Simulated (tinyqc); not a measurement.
What moves the optical constants: free-carrier optics of a doped semiconductor (Drude model with one polar phonon).

eps(E) = ei [1 - Ep^2/(E^2 + i E Gam)] + (es - ei) wT^2/(wT^2 - E^2 - i E gT), with Ep^2 = 8 pi c (e^2/(4 pi eps0)) N/(m ei), c = hbar^2/2m0, N in 1/angstrom^3 (1e-24 per 1/cm^3); Gam = hbar/tau, tau = mu m m0/e with m0/e = 5.685630e-12 kg/C and mu in m^2/(V s). Energies in meV.

n + i k = sqrt(eps1 + i eps2) with k >= 0; R = ((n - 1)^2 + k^2)/((n + 1)^2 + k^2) at normal incidence from vacuum; alpha = 2 E k/(hbar c), times 1e8 for 1/cm; loss function Im(-1/eps) = eps2/(eps1^2 + eps2^2).

Constants: hbar^2/2m0 = 3.80998211 eV angstrom^2; e^2/(4 pi eps0) = 14.39964547 eV angstrom; hbar = 6.58211957e-16 eV s; hbar c = 1973.269805 eV angstrom.

Values chosen for the exercise (mass and dielectric values near those of GaAs; N and mu are free inputs; interband absorption and the rise of the mass with filling are left out; shifted at random, so the results belong to these values and not to a real crystal): N = 1.2e+18 1/cm^3 (carrier density); m = 0.0688 m0 (conductivity mass); mu = 1500 cm^2/(V s) (mobility); ei = 10.87 (high-frequency dielectric constant); wT = 32.9 meV (TO phonon); es = 13.03 (static dielectric constant); gT = 0.5 meV (phonon damping); E = 123.5 meV (photon energy).

At the energy E.

One parameter was then changed.

Results before and after:

| case | Ep (meV) | Gam (meV) | R | alpha (1/cm) |
|---|---|---|---|---|
| base | 47.04 | 11.22 | 0.2530 | 296 |
| changed | 57.61 | 11.22 | 0.2363 | 463 |

Which of these changes was made? (a) ei = 11.41; (b) m = 0.0826 m0; (c) mu = 900 cm^2/(V s); (d) E = 148.2 meV; (e) N = 1.8e+18 1/cm^3.

Answer: (e) N = 1.8e+18 1/cm^3. Of the candidates, run in turn, only this one gives the changed row.

All candidates:

| case | Ep (meV) | Gam (meV) | R | alpha (1/cm) |
|---|---|---|---|---|
| base | 47.04 | 11.22 | 0.2530 | 296 |
| N = 1.8e+18 1/cm^3 | 57.61 | 11.22 | 0.2363 | 463 |
| m = 0.0826 m0 | 42.93 | 9.34 | 0.2582 | 203 |
| mu = 900 cm^2/(V s) | 47.04 | 18.70 | 0.2535 | 484 |
| ei = 11.41 | 45.91 | 11.22 | 0.2646 | 286 |
| E = 148.2 meV | 47.04 | 11.22 | 0.2635 | 200 |

Computed by tinyqc, a small Python program: `OMP_NUM_THREADS=1 python tinyqc.py 1681334 1681335 out.jsonl` (the numbers bound the seed that draws the inputs); one thread of a shared host (Intel(R) Xeon(R) Processor @ 2.30GHz), about 0.01 s for the whole set of steps.
